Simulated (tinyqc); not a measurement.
Lattice vibrations of a chain, step by step. One step of it, computed by the program tinyqc.

Problem. Frequencies. omega^2 are the eigenvalues; wavenumber = 521.4708 sqrt(eigenvalue) 1/cm.

D(q) (eV/(angstrom^2 u)):
$$\begin{pmatrix}
0.599338 & -0.470308 & -0.210840+0.254862i \\
-0.470308 & 0.950867 & -0.338917 \\
-0.210840-0.254862i & -0.338917 & 0.798165
\end{pmatrix}$$

Give: eigenvalues; wavenumbers; weights |e|^2 of the mass-weighted modes.

Solution.

eigenvalues: [0.0296, 0.9335, 1.3853]

wavenumbers (1/cm): [89.7, 503.8, 613.8]

weights |e|^2 of the mass-weighted modes, order atom 1, atom 2, atom 3:
$$\begin{pmatrix}
0.4841 & 0.2870 & 0.2289 \\
0.2681 & 0.1571 & 0.5748 \\
0.2479 & 0.5558 & 0.1963
\end{pmatrix}$$
